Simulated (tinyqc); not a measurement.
What each parameter does: core-shell quantum dot (spherical envelope functions).

Parabolic bands; strain and other valleys are left out. s states, u = r psi, hard wall at R + H, c = hbar^2/2m0, energies from the band edges of the core. Core: u = sin(k1 r)/k1, k1 = sqrt(m1 E/c). At R, psi and psi'/m are continuous, so u is continuous and its slope in the shell is s = u/R + (m2/m1)(u' - u/R). Shell: u(R + x) = u(R) cos(k2 x) + s sin(k2 x)/k2, k2 = sqrt(m2 (E - V)/c); for negative arguments the functions turn into sinh and cosh. A level has u(R + H) = 0.

Overlap = (integral of u_e u_h)^2 with normalised u. Coulomb integrals J_ab = (q/eps) double integral of u_a(r)^2 u_b(s)^2/max(r, s), q = e^2/(4 pi eps0), one eps everywhere. Exciton E = Eg + E_e + E_h - J_eh; first-order biexciton shift J_ee + J_hh - 2 J_eh (positive: repulsive).

Constants: hbar^2/2m0 = 3.80998211 eV angstrom^2; e^2/(4 pi eps0) = 14.39964547 eV angstrom; hc = 1239.841984 eV nm.

Inputs chosen for the exercise (near those of an InP/GaP core-shell dot; shifted at random, so the results belong to these values and not to a real crystal):
```
symbol  value  unit      meaning
R       22     angstrom  core radius
H       38     angstrom  shell thickness
Vc      0.428  eV        conduction edge of the shell above that of the core
Vv      0.318  eV        hole barrier of the shell
me1     0.079  m0        electron, core
me2     0.127  m0        electron, shell
mh1     0.428  m0        hole, core
mh2     0.509  m0        hole, shell
Eg      1.358  eV        gap of the core
eps     10.2             dielectric constant
```

All quantities anew. Each row changes one parameter from the base and keeps the others.

Results:
```
case,E (eV),overlap,electron in core,biexciton shift (meV)
base,1.722,0.821,0.626,5.9
R = 25 angstrom,1.666,0.853,0.705,4.2
H = 43 angstrom,1.721,0.813,0.618,6.1
Vc = 0.528 eV,1.753,0.876,0.688,4.0
Vv = 0.238 eV,1.715,0.874,0.626,4.2
me2 = 0.159 m0,1.696,0.843,0.651,5.4
mh1 = 0.342 m0,1.735,0.857,0.626,4.1
eps = 11.7,1.731,0.821,0.626,5.1
```

The largest shifts from the base row, up to three for each result and ties (the steps differ in size, so this ranks the rows, not the parameters). E (eV): R -0.056, Vc +0.031, me2 -0.025. overlap: Vc +0.055, Vv +0.053, mh1 +0.037; unchanged at the printed digits by eps. electron in core: R +0.080, Vc +0.063, me2 +0.026; unchanged at the printed digits by Vv, mh1 and eps. biexciton shift (meV): Vc -1.8, mh1 -1.8, R -1.7, Vv -1.7.

(tinyqc, `OMP_NUM_THREADS=1 python tinyqc.py 1250494 1250495 out.jsonl`, Intel(R) Xeon(R) Processor @ 2.30GHz, 1 thread, shared host, about 0.05 s.)
